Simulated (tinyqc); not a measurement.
Inside a calculation. Method: CCD on RHF in the sto-6g basis, for H6, spin multiplicity 1. Computed by tinyqc, a small Python program that keeps every step (integrals from PySCF). Settings: charge = 0, multiplicity = 1, basis = sto-6g, method = RHF, energy threshold = 1e-10, iteration cap = 54, orthogonalisation = symmetric, start = Wolfsberg-Helmholz matrix, DIIS depth = 6, amplitude equations = CCD, DIIS depth for amplitudes = 4, cap on updates = 75. Command: `OMP_NUM_THREADS=1 python tinyqc.py 25007 25008 out.jsonl` (the two numbers bound the seeds that draw the settings). One thread of a shared host (Intel(R) Xeon(R) Processor @ 2.60GHz), about 0.1 s of CPU time with the checks. The early iterations of the SCF are left out here.

## One-electron integrals

Geometry (angstrom):
```
atom        x        y        z
H     0.00000  0.00000  0.00000
H     0.00000  0.00000  0.77300
H     0.00000  0.00000  2.08600
H     0.00000  0.00000  2.85900
H     0.00000  0.00000  4.17200
H     0.00000  0.00000  4.94500
```

Basis sto-6g: exponents (1/bohr^2) and contraction coefficients of normalised primitives:
```
element  l (shell)  exponent  coefficient
H            s (1)  35.52322      0.00916
H            s (1)   6.51314      0.04936
H            s (1)   1.82214      0.16854
H            s (1)   0.62596      0.37056
H            s (1)   0.24308      0.41649
H            s (1)   0.10011      0.13033
```

Overlap, kinetic and nuclear-attraction integrals over the contracted functions; the nuclear repulsion is the sum of Za Zb / Rab.

nuclear repulsion = 4.7610700 hartree

overlap S, order 1H 1s, 2H 1s, 3H 1s, 4H 1s, 5H 1s, 6H 1s:
$$\begin{pmatrix}
1.00000 & 0.63821 & 0.10438 & 0.02792 & 0.00230 & 0.00044 \\
0.63821 & 1.00000 & 0.33347 & 0.10438 & 0.01042 & 0.00230 \\
0.10438 & 0.33347 & 1.00000 & 0.63821 & 0.10438 & 0.02792 \\
0.02792 & 0.10438 & 0.63821 & 1.00000 & 0.33347 & 0.10438 \\
0.00230 & 0.01042 & 0.10438 & 0.33347 & 1.00000 & 0.63821 \\
0.00044 & 0.00230 & 0.02792 & 0.10438 & 0.63821 & 1.00000
\end{pmatrix}$$

kinetic energy T (hartree), order 1H 1s, 2H 1s, 3H 1s, 4H 1s, 5H 1s, 6H 1s:
$$\begin{pmatrix}
0.76852 & 0.21580 & -0.01207 & -0.00682 & -0.00095 & -0.00023 \\
0.21580 & 0.76852 & 0.03262 & -0.01207 & -0.00324 & -0.00095 \\
-0.01207 & 0.03262 & 0.76852 & 0.21580 & -0.01207 & -0.00682 \\
-0.00682 & -0.01207 & 0.21580 & 0.76852 & 0.03262 & -0.01207 \\
-0.00095 & -0.00324 & -0.01207 & 0.03262 & 0.76852 & 0.21580 \\
-0.00023 & -0.00095 & -0.00682 & -0.01207 & 0.21580 & 0.76852
\end{pmatrix}$$

nuclear attraction V (hartree), order 1H 1s, 2H 1s, 3H 1s, 4H 1s, 5H 1s, 6H 1s:
$$\begin{pmatrix}
-2.54526 & -1.64053 & -0.24672 & -0.06486 & -0.00505 & -0.00095 \\
-1.64053 & -2.80838 & -0.83604 & -0.25679 & -0.02378 & -0.00505 \\
-0.24672 & -0.83604 & -2.96454 & -1.81447 & -0.25679 & -0.06486 \\
-0.06486 & -0.25679 & -1.81447 & -2.96454 & -0.83604 & -0.24672 \\
-0.00505 & -0.02378 & -0.25679 & -0.83604 & -2.80838 & -1.64053 \\
-0.00095 & -0.00505 & -0.06486 & -0.24672 & -1.64053 & -2.54526
\end{pmatrix}$$

core Hamiltonian H = T + V (hartree), order 1H 1s, 2H 1s, 3H 1s, 4H 1s, 5H 1s, 6H 1s:
$$\begin{pmatrix}
-1.77674 & -1.42473 & -0.25879 & -0.07167 & -0.00600 & -0.00118 \\
-1.42473 & -2.03986 & -0.80342 & -0.26886 & -0.02702 & -0.00600 \\
-0.25879 & -0.80342 & -2.19602 & -1.59866 & -0.26886 & -0.07167 \\
-0.07167 & -0.26886 & -1.59866 & -2.19602 & -0.80342 & -0.25879 \\
-0.00600 & -0.02702 & -0.26886 & -0.80342 & -2.03986 & -1.42473 \\
-0.00118 & -0.00600 & -0.07167 & -0.25879 & -1.42473 & -1.77674
\end{pmatrix}$$

## Two-electron integrals

Functions are numbered as in S; the eight-fold symmetry (ij|kl) = (ji|kl) = (kl|ij) leaves the list below.

Two-electron integrals (ij|kl) in chemists' order, unique and non-zero (hartree):
```
(11|11) 0.77500    (21|11) 0.42577    (21|21) 0.27594    (22|11) 0.55764
(22|21) 0.42577    (22|22) 0.77500    (31|11) 0.04743    (31|21) 0.03406
(31|22) 0.05962    (31|31) 0.00544    (32|11) 0.12226    (32|21) 0.09702
(32|22) 0.18884    (32|31) 0.01815    (32|32) 0.06590    (33|11) 0.25303
(33|21) 0.19801    (33|22) 0.38830    (33|31) 0.04743    (33|32) 0.18884
(33|33) 0.77500    (41|11) 0.01051    (41|21) 0.00762    (41|22) 0.01352
(41|31) 0.00131    (41|32) 0.00454    (41|33) 0.01352    (41|41) 0.00034
(42|11) 0.03162    (42|21) 0.02468    (42|22) 0.04743    (42|31) 0.00491
(42|32) 0.01815    (42|33) 0.05962    (42|41) 0.00131    (42|42) 0.00544
(43|11) 0.13715    (43|21) 0.10426    (43|22) 0.19801    (43|31) 0.02468
(43|32) 0.09702    (43|33) 0.42577    (43|41) 0.00762    (43|42) 0.03406
(43|43) 0.27594    (44|11) 0.18507    (44|21) 0.13715    (44|22) 0.25303
(44|31) 0.03162    (44|32) 0.12226    (44|33) 0.55764    (44|41) 0.01051
(44|42) 0.04743    (44|43) 0.42577    (44|44) 0.77500    (51|11) 0.00065
(51|21) 0.00048    (51|22) 0.00087    (51|31) 0.00009    (51|32) 0.00031
(51|33) 0.00102    (51|41) 2.42e-05   (51|42) 0.00010    (51|43) 0.00063
(51|44) 0.00097    (51|51) 1.92e-06   (52|11) 0.00244    (52|21) 0.00186
(52|22) 0.00349    (52|31) 0.00038    (52|32) 0.00140    (52|33) 0.00492
(52|41) 0.00011    (52|42) 0.00045    (52|43) 0.00313    (52|44) 0.00492
(52|51) 8.96e-06   (52|52) 4.31e-05   (53|11) 0.01806    (53|21) 0.01329
(53|22) 0.02431    (53|31) 0.00295    (53|32) 0.01122    (53|33) 0.04743
(53|41) 0.00094    (53|42) 0.00412    (53|43) 0.03406    (53|44) 0.05962
(53|51) 0.00009    (53|52) 0.00045    (53|53) 0.00544    (54|11) 0.05055
(54|21) 0.03643    (54|22) 0.06507    (54|31) 0.00781    (54|32) 0.02907
(54|33) 0.12226    (54|41) 0.00255    (54|42) 0.01122    (54|43) 0.09702
(54|44) 0.18884    (54|51) 0.00027    (54|52) 0.00140    (54|53) 0.01815
(54|54) 0.06590    (55|11) 0.12684    (55|21) 0.08940    (55|22) 0.15568
(55|31) 0.01806    (55|32) 0.06507    (55|33) 0.25303    (55|41) 0.00570
(55|42) 0.02431    (55|43) 0.19801    (55|44) 0.38830    (55|51) 0.00065
(55|52) 0.00349    (55|53) 0.04743    (55|54) 0.18884    (55|55) 0.77500
(61|11) 0.00011    (61|21) 0.00008    (61|22) 0.00014    (61|31) 1.53e-05
(61|32) 0.00006    (61|33) 0.00019    (61|41) 4.30e-06   (61|42) 1.77e-05
(61|43) 0.00012    (61|44) 0.00019    (61|51) 3.58e-07   (61|52) 1.71e-06
(61|53) 1.77e-05   (61|54) 0.00006    (61|55) 0.00014    (61|61) 6.83e-08
(62|11) 0.00047    (62|21) 0.00035    (62|22) 0.00065    (62|31) 0.00007
(62|32) 0.00027    (62|33) 0.00097    (62|41) 2.10e-05   (62|42) 0.00009
(62|43) 0.00063    (62|44) 0.00102    (62|51) 1.83e-06   (62|52) 8.96e-06
(62|53) 0.00010    (62|54) 0.00031    (62|55) 0.00087    (62|61) 3.58e-07
(62|62) 1.92e-06   (63|11) 0.00435    (63|21) 0.00316    (63|22) 0.00570
(63|31) 0.00068    (63|32) 0.00255    (63|33) 0.01051    (63|41) 0.00021
(63|42) 0.00094    (63|43) 0.00762    (63|44) 0.01352    (63|51) 2.10e-05
(63|52) 0.00011    (63|53) 0.00131    (63|54) 0.00454    (63|55) 0.01352
(63|61) 4.30e-06   (63|62) 2.42e-05   (63|63) 0.00034    (64|11) 0.01436
(64|21) 0.01024    (64|22) 0.01806    (64|31) 0.00213    (64|32) 0.00781
(64|33) 0.03162    (64|41) 0.00068    (64|42) 0.00295    (64|43) 0.02468
(64|44) 0.04743    (64|51) 0.00007    (64|52) 0.00038    (64|53) 0.00491
(64|54) 0.01815    (64|55) 0.05962    (64|61) 1.53e-05   (64|62) 0.00009
(64|63) 0.00131    (64|64) 0.00544    (65|11) 0.07419    (65|21) 0.05184
(65|22) 0.08940    (65|31) 0.01024    (65|32) 0.03643    (65|33) 0.13715
(65|41) 0.00316    (65|42) 0.01329    (65|43) 0.10426    (65|44) 0.19801
(65|51) 0.00035    (65|52) 0.00186    (65|53) 0.02468    (65|54) 0.09702
(65|55) 0.42577    (65|61) 0.00008    (65|62) 0.00048    (65|63) 0.00762
(65|64) 0.03406    (65|65) 0.27594    (66|11) 0.10701    (66|21) 0.07419
(66|22) 0.12684    (66|31) 0.01436    (66|32) 0.05055    (66|33) 0.18507
(66|41) 0.00435    (66|42) 0.01806    (66|43) 0.13715    (66|44) 0.25303
(66|51) 0.00047    (66|52) 0.00244    (66|53) 0.03162    (66|54) 0.12226
(66|55) 0.55764    (66|61) 0.00011    (66|62) 0.00065    (66|63) 0.01051
(66|64) 0.04743    (66|65) 0.42577    (66|66) 0.77500
```

## Orthogonalisation

S = U s U^T; symmetric (Loewdin) form X = U s^(-1/2) U^T, so that X^T S X = 1.

eigenvalues of S: [0.23375, 0.32619, 0.45078, 1.26311, 1.66639, 2.05977]

X, order 1H 1s, 2H 1s, 3H 1s, 4H 1s, 5H 1s, 6H 1s:
$$\begin{pmatrix}
1.23005 & -0.46366 & 0.06236 & -0.02026 & 0.00300 & -0.00099 \\
-0.46366 & 1.29800 & -0.25352 & 0.06526 & -0.00845 & 0.00300 \\
0.06236 & -0.25352 & 1.30689 & -0.48804 & 0.06526 & -0.02026 \\
-0.02026 & 0.06526 & -0.48804 & 1.30689 & -0.25352 & 0.06236 \\
0.00300 & -0.00845 & 0.06526 & -0.25352 & 1.29800 & -0.46366 \\
-0.00099 & 0.00300 & -0.02026 & 0.06236 & -0.46366 & 1.23005
\end{pmatrix}$$

## Iteration 6 (converged): orbitals

converged F (hartree), order 1H 1s, 2H 1s, 3H 1s, 4H 1s, 5H 1s, 6H 1s:
$$\begin{pmatrix}
-0.35408 & -0.58663 & -0.12802 & -0.02581 & -0.00153 & -0.00258 \\
-0.58663 & -0.39174 & -0.27116 & -0.12814 & -0.01373 & -0.00153 \\
-0.12802 & -0.27116 & -0.39629 & -0.59367 & -0.12814 & -0.02581 \\
-0.02581 & -0.12814 & -0.59367 & -0.39629 & -0.27116 & -0.12802 \\
-0.00153 & -0.01373 & -0.12814 & -0.27116 & -0.39174 & -0.58663 \\
-0.00258 & -0.00153 & -0.02581 & -0.12802 & -0.58663 & -0.35408
\end{pmatrix}$$

Diagonalise F' = X^T F X, C = X C', fill 3 alpha and 3 beta electrons from the bottom; D = 2 C_occ C_occ^T. Each column has its largest component positive (the first on a tie).

F' = X^T F X (hartree):
$$\begin{pmatrix}
0.04393 & -0.62899 & 0.07246 & -0.01401 & 0.00491 & -0.00492 \\
-0.62899 & 0.09070 & -0.27765 & 0.07611 & -0.00978 & 0.00491 \\
0.07246 & -0.27765 & 0.10116 & -0.65811 & 0.07611 & -0.01401 \\
-0.01401 & 0.07611 & -0.65811 & 0.10116 & -0.27765 & 0.07246 \\
0.00491 & -0.00978 & 0.07611 & -0.27765 & 0.09070 & -0.62899 \\
-0.00492 & 0.00491 & -0.01401 & 0.07246 & -0.62899 & 0.04393
\end{pmatrix}$$

orbital energies (hartree): MO1 -0.67188, MO2 -0.58605, MO3 -0.47683, MO4 0.43313, MO5 0.71169, MO6 1.06153

coefficients C, order 1H 1s, 2H 1s, 3H 1s, 4H 1s, 5H 1s, 6H 1s:
$$\begin{pmatrix}
0.20485 & 0.37426 & -0.36436 & -0.63781 & -0.82919 & 0.56847 \\
0.25897 & 0.39633 & -0.29122 & 0.47254 & 0.89634 & -0.79545 \\
0.36600 & 0.06095 & 0.42406 & 0.69224 & -0.20020 & 1.08729 \\
0.36600 & -0.06095 & 0.42406 & -0.69224 & -0.20020 & -1.08729 \\
0.25897 & -0.39633 & -0.29122 & -0.47254 & 0.89634 & 0.79545 \\
0.20485 & -0.37426 & -0.36436 & 0.63781 & -0.82919 & -0.56847
\end{pmatrix}$$

D after iteration 6, order 1H 1s, 2H 1s, 3H 1s, 4H 1s, 5H 1s, 6H 1s:
$$\begin{pmatrix}
0.62958 & 0.61498 & -0.11344 & -0.20469 & 0.02166 & 0.06930 \\
0.61498 & 0.61791 & -0.00911 & -0.10574 & -0.01040 & 0.02166 \\
-0.11344 & -0.00911 & 0.63500 & 0.62014 & -0.10574 & -0.20469 \\
-0.20469 & -0.10574 & 0.62014 & 0.63500 & -0.00911 & -0.11344 \\
0.02166 & -0.01040 & -0.10574 & -0.00911 & 0.61791 & 0.61498 \\
0.06930 & 0.02166 & -0.20469 & -0.11344 & 0.61498 & 0.62958
\end{pmatrix}$$

## Convergence

Stop when the energy changes by less than 1e-10 hartree and every element of the error matrix X^T (F D S - S D F) X is below 3e-06.

Course of the cycle:
```
iteration  E (hartree)     change  largest element of the error matrix
1           -3.3177962          -                             8.02e-02
2           -3.3310187  -1.32e-02                             1.33e-02
3           -3.3314494  -4.31e-04                             1.83e-03
4           -3.3314568  -7.41e-06                             1.36e-05
5           -3.3314568  -2.43e-10                             5.51e-07
6           -3.3314568  -8.15e-13                             9.26e-08
```

PySCF RHF in the same basis = -3.3314568 hartree

Converged in 6 iterations.

## Integrals over molecular orbitals

(pq|rs) = sum C_ip C_jq C_kr C_ls (ij|kl), one index at a time.

one-electron integrals over orbitals h = C^T H C (hartree):
$$\begin{pmatrix}
-2.25236 & 0.00000 & -0.13624 & 0.00000 & -0.07507 & 0.00000 \\
0.00000 & -2.04467 & 0.00000 & -0.14775 & 0.00000 & 0.06573 \\
-0.13624 & 0.00000 & -2.06073 & 0.00000 & 0.13660 & 0.00000 \\
0.00000 & -0.14775 & 0.00000 & -1.57463 & 0.00000 & -0.14862 \\
-0.07507 & 0.00000 & 0.13660 & 0.00000 & -1.26649 & 0.00000 \\
0.00000 & 0.06573 & 0.00000 & -0.14862 & 0.00000 & -1.15430
\end{pmatrix}$$

Two-electron integrals over orbitals (pq|rs), unique and non-zero (hartree):
```
(11|11) 0.41110    (21|21) 0.12987    (22|11) 0.32558    (22|22) 0.39577
(31|11) 0.08194    (31|22) -0.06340   (31|31) 0.13685    (32|21) -0.13052
(32|32) 0.14723    (33|11) 0.39246    (33|22) 0.34439    (33|31) 0.05059
(33|33) 0.39428    (41|21) 0.03174    (41|32) 0.00110    (41|41) 0.07945
(42|11) 0.04919    (42|22) -0.00529   (42|31) 0.04537    (42|33) 0.01647
(42|42) 0.06544    (43|21) 0.05450    (43|32) -0.05344   (43|41) 0.01613
(43|43) 0.06954    (44|11) 0.38815    (44|22) 0.34234    (44|31) 0.04507
(44|33) 0.38060    (44|42) 0.02435    (44|44) 0.39422    (51|11) 0.00905
(51|22) 0.02366    (51|31) -0.01926   (51|33) -0.00725   (51|42) 0.04051
(51|44) 0.00210    (51|51) 0.04650    (52|21) 0.01687    (52|32) 0.00536
(52|41) 0.05502    (52|43) -0.03841   (52|52) 0.08809    (53|11) -0.05845
(53|22) -0.00128   (53|31) -0.05007   (53|33) -0.03105   (53|42) -0.06260
(53|44) -0.02631   (53|51) -0.03594   (53|53) 0.06702    (54|21) 0.13000
(54|32) -0.14074   (54|41) 0.00736    (54|43) 0.05493    (54|52) -0.00311
(54|54) 0.15128    (55|11) 0.33842    (55|22) 0.39735    (55|31) -0.05298
(55|33) 0.35413    (55|42) -0.00059   (55|44) 0.36291    (55|51) 0.02425
(55|53) -0.00364   (55|55) 0.42095    (61|21) 0.00218    (61|32) 0.01066
(61|41) 0.02846    (61|43) 0.05219    (61|52) -0.03104   (61|54) -0.00760
(61|61) 0.06528    (62|11) -0.01607   (62|22) -0.03006   (62|31) 0.01682
(62|33) -0.00470   (62|42) -0.03776   (62|44) -0.00288   (62|51) -0.04307
(62|53) 0.03953    (62|55) -0.02902   (62|62) 0.04526    (63|21) 0.03668
(63|32) -0.00804   (63|41) 0.07700    (63|43) 0.01909    (63|52) 0.05509
(63|54) 0.00776    (63|61) 0.02875    (63|63) 0.08278    (64|11) 0.08334
(64|22) -0.05568   (64|31) 0.13048    (64|33) 0.05155    (64|42) 0.04732
(64|44) 0.05031    (64|51) -0.01597   (64|53) -0.05046   (64|55) -0.05665
(64|62) 0.01561    (64|64) 0.14026    (65|21) -0.13171   (65|32) 0.13365
(65|41) -0.03291   (65|43) -0.05750   (65|52) -0.01754   (65|54) -0.14002
(65|61) -0.00346   (65|63) -0.04048   (65|65) 0.14704    (66|11) 0.43809
(66|22) 0.34611    (66|31) 0.08936    (66|33) 0.42037    (66|42) 0.05514
(66|44) 0.42484    (66|51) 0.01064    (66|53) -0.06617   (66|55) 0.37016
(66|62) -0.01873   (66|64) 0.09758    (66|66) 0.49292
```

## CCD: starting amplitudes

t_ij^ab = <ij||ab> / (e_i + e_j - e_a - e_b), whose energy is MP2.

Starting amplitudes (spin orbitals 1a, 1b, ...; amplitudes related by a flip of all spins are not repeated; the 24 largest):
```
from      to         t
3a 3b  4a 4b  -0.03821
1a 1b  4a 4b  -0.03595
2a 2b  5a 5b  -0.03394
2a 2b  4a 4b  -0.03210
1a 3b  4a 6b  -0.02913
2a 3b  4a 5b   0.02836
3a 3b  5a 5b  -0.02820
3a 3b  6a 6b  -0.02691
1a 2b  4a 5b  -0.02290
1a 3b  4b 6a   0.01975
2a 3b  5a 6b  -0.01943
1a 1b  6a 6b  -0.01883
2a 3b  4b 5a  -0.01740
1a 2b  4b 5a   0.01686
1a 1b  5a 5b  -0.01680
1a 2b  5a 6b   0.01421
2a 2b  4a 6b   0.01416
1a 3b  5a 5b   0.01397
2a 3b  5b 6a   0.01394
2a 2b  6a 6b  -0.01374
2a 3a  4a 5a   0.01096
1a 2b  5b 6a  -0.01024
1a 1b  4a 6b  -0.01003
1a 3a  4a 6a  -0.00938
```

correlation energy = -0.0429173 hartree

## CCD: amplitude update 1

t_ij^ab D_ij^ab are set to the remaining terms of the spin-orbital equations, evaluated with the old amplitudes; for the doubles these are <ij||ab> + 1/2 <ab||ef> t_ij^ef + 1/2 <mn||ij> t_mn^ab + P(ij)P(ab) <mb||ej> t_im^ae + terms in t^2, D the orbital-energy denominators.

Amplitudes after update 1 (spin orbitals 1a, 1b, ...; amplitudes related by a flip of all spins are not repeated; the 24 largest):
```
from      to         t
3a 3b  4a 4b  -0.05427
2a 2b  5a 5b  -0.04581
1a 1b  4a 4b  -0.04571
2a 2b  4a 4b  -0.04162
1a 3b  4a 6b  -0.03978
2a 3b  4a 5b   0.03912
3a 3b  5a 5b  -0.03550
3a 3b  6a 6b  -0.03243
1a 2b  4a 5b  -0.02981
1a 3b  4b 6a   0.02876
2a 3b  4b 5a  -0.02636
1a 1b  6a 6b  -0.02465
2a 3b  5a 6b  -0.02453
1a 2b  4b 5a   0.02287
1a 1b  5a 5b  -0.02111
2a 2b  4a 6b   0.02080
1a 3b  5a 5b   0.02071
1a 2b  5a 6b   0.01927
2a 3b  5b 6a   0.01833
2a 2b  6a 6b  -0.01671
1a 2b  5b 6a  -0.01448
1a 1b  4a 6b  -0.01342
2a 3a  4a 5a   0.01276
1a 3b  6a 6b  -0.01148
```

correlation energy = -0.0573740 hartree

## CCD: amplitude update 2

As before.

Amplitudes after update 2 (spin orbitals 1a, 1b, ...; amplitudes related by a flip of all spins are not repeated; the 24 largest):
```
from      to         t
3a 3b  4a 4b  -0.06187
2a 2b  5a 5b  -0.05014
1a 1b  4a 4b  -0.04877
2a 2b  4a 4b  -0.04519
1a 3b  4a 6b  -0.04320
2a 3b  4a 5b   0.04308
3a 3b  5a 5b  -0.03806
3a 3b  6a 6b  -0.03385
1a 2b  4a 5b  -0.03187
1a 3b  4b 6a   0.03185
2a 3b  4b 5a  -0.03011
1a 1b  6a 6b  -0.02702
2a 3b  5a 6b  -0.02590
1a 2b  4b 5a   0.02478
2a 2b  4a 6b   0.02296
1a 3b  5a 5b   0.02292
1a 1b  5a 5b  -0.02283
1a 2b  5a 6b   0.02117
2a 3b  5b 6a   0.01959
2a 2b  6a 6b  -0.01783
1a 2b  5b 6a  -0.01618
1a 1b  4a 6b  -0.01450
2a 3a  4a 5a   0.01297
1a 3b  6a 6b  -0.01228
```

correlation energy = -0.0624033 hartree

## CCD: convergence

E_corr = 1/4 sum <ij||ab> t_ij^ab; stop when the norm of the change is below 1e-8.

Course of the amplitude iterations:
```
update  correlation energy (hartree)  norm of the change
0                         -0.0429173                   -
1                         -0.0573740            9.21e-02
2                         -0.0624033            3.36e-02
3                         -0.0651995            1.26e-02
4                         -0.0651823            1.19e-03
5                         -0.0651837            2.47e-04
6                         -0.0651846            6.86e-05
7                         -0.0651852            1.96e-05
8                         -0.0651852            3.55e-06
9                         -0.0651852            1.46e-06
10                        -0.0651852            2.64e-07
11                        -0.0651852            8.04e-08
12                        -0.0651852            2.85e-08
13                        -0.0651852            9.81e-09
```

Converged amplitudes (spin orbitals 1a, 1b, ...; amplitudes related by a flip of all spins are not repeated; the 24 largest):
```
from      to         t
3a 3b  4a 4b  -0.06780
2a 2b  5a 5b  -0.05265
1a 1b  4a 4b  -0.04950
2a 2b  4a 4b  -0.04697
2a 3b  4a 5b   0.04575
1a 3b  4a 6b  -0.04526
3a 3b  5a 5b  -0.03919
3a 3b  6a 6b  -0.03396
1a 3b  4b 6a   0.03354
1a 2b  4a 5b  -0.03270
2a 3b  4b 5a  -0.03266
1a 1b  6a 6b  -0.02857
2a 3b  5a 6b  -0.02637
1a 2b  4b 5a   0.02546
2a 2b  4a 6b   0.02409
1a 3b  5a 5b   0.02406
1a 1b  5a 5b  -0.02373
1a 2b  5a 6b   0.02247
2a 3b  5b 6a   0.01996
2a 2b  6a 6b  -0.01833
1a 2b  5b 6a  -0.01732
1a 1b  4a 6b  -0.01502
2a 3a  4a 5a   0.01309
1a 3b  6a 6b  -0.01262
```

CCD total energy = -3.3966421 hartree

Converged in 13 updates, with DIIS from the third.
